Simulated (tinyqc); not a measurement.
From edge over centre, linear back to gap to the anode h: electroplating on a thin resistive seed layer: kinetics, Wagner number and the terminal effect across a wafer. Computed by tinyqc, a small Python program. Command: `OMP_NUM_THREADS=1 python tinyqc.py 3121440 3121441 out.jsonl terminal inv`. One thread of a shared host (Intel(R) Xeon(R) Processor @ 2.30GHz), about 0.06 s of CPU time with the checks.

Current enters the seed at the rim. The bath is treated as a local resistance per area (no lateral flow in the liquid), two electrons per ion, molar volume 7.11 cm^3/mol, Faraday constant F = e N_A, kinematic viscosity 0.01 cm^2/s, omega = 2 pi x rpm/60; k_B T/e is in volts.

Inputs (values chosen for the exercise, of the order of those for copper plating on a thin cobalt or ruthenium seed):

| quantity | value | unit |
|---|---|---|
| wafer radius R | 15 | cm |
| seed thickness t | 77 | nm |
| seed resistivity | 15 | microohm cm |
| bath conductivity kappa | 0.49 | S/cm |
| extra resistance of a porous plate | 44 | ohm cm^2 |
| exchange current density i_0 | 0.11 | mA/cm^2 |
| cathodic transfer coefficient alpha | 0.46 | - |
| mean current density | 30 | mA/cm^2 |
| diffusivity of the metal ion | 4.6e-06 | cm^2/s |
| metal ion concentration | 0.85 | mol/L |
| rotation rate | 60 | rpm |
| temperature T | 298 | K |

Constants: e = 1.602176634e-19 C; N_A = 6.02214076e+23 1/mol; k_B = 8.617333262e-05 eV/K.

Method:
- Growth rate = i V_m/(2 F). Levich limit i_L = 0.62 x 2 F D^(2/3) omega^(1/2) nu^(-1/6) c. Tafel overpotential eta = (k_B T/(alpha e)) ln(i/i_0); kinetic resistance k_B T/(alpha e i); bath resistance h/kappa + plate; R_s = resistivity/t; Wagner number = kinetic resistance x kappa/R.
- Linearised: with R_t = kinetic + bath resistance the current density obeys (1/r)(r i')' = i R_s/R_t, so i = A I_0(r/l), l = sqrt(R_t/R_s); with x = R/l, edge/centre = I_0(x) and edge/mean = x I_0(x)/(2 I_1(x)).
- Voltage drop in the seed for a uniform current: i R_s R^2/4.

Problem. A run gave the result below. Find the gap to the anode h, known to lie between 5.9 and 14 cm.

edge over centre, linear = 3.670509

Solution.

Each step takes the trial c = (a f_b - b f_a)/(f_b - f_a), f being the result less the target and a, b, c the logarithms of the listed values; c replaces end b, the old b replaces a if the sign of f changed, and otherwise f_a is halved.

Scan of the range:

| gap to the anode h (cm) | edge over centre, linear |
|---|---|
| 5.90 | 4.00018 |
| 6.81 | 3.86666 |
| 7.87 | 3.72471 |
| 9.09 | 3.57708 |
| 10.50 | 3.42442 |
| 12.10 | 3.27093 |
| 14.00 | 3.11130 |

False position (Illinois rule, in the logarithm of the input) inside the bracket:

| step | end a | end b | trial | edge over centre, linear |
|---|---|---|---|---|
| 1 | 7.87000 | 9.09000 | 8.29763 | 3.67117 |
| 2 | 9.09000 | 8.29763 | 8.30293 | 3.67052 |
| 3 | 9.09000 | 8.30293 | 8.30306 | 3.67050 |
| 4 | 8.30293 | 8.30306 | 8.30300 | 3.67051 |

Edge over centre, linear falls at every point of a 13-point scan of the range (every second point is shown), so one value fits; it is bracketed by 7.87 and 9.09. Answer: gap to the anode h = 8.303 cm.
